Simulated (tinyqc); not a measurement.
Saddle-point parameters from gate and bias data.

Problem. In a saddle-point contact at zero temperature mu - V0 = al (Vg - Vp), riser n is centred where this equals wy (n + 1/2), its largest slope is dg/dmu = pi/(2 wx) (neighbouring modes neglected), and in bias spectroscopy neighbouring risers meet at q V = wy. Find al, Vp and wx.

gate voltages at the middle of the first and second risers (V): -1.1442246  -1.1126738
largest dg/dVg on a riser = 56.488253 1/V
bias at which two neighbouring risers meet = 5.9 mV

Answer. The bias gives wy, the gate spacing then gives al = wy/(Vg2 - Vg1), and the slope gives wx = al pi/(2 dg/dVg).

lever arm al = 0.1870 eV/V
Vp = -1.160 V
wx = 5.200 meV

Computed by the program tinyqc: `OMP_NUM_THREADS=1 python tinyqc.py 2740009 2740010 out.jsonl`, one thread of a shared Intel Xeon 2.30GHz, about 0.03 s for the whole run.
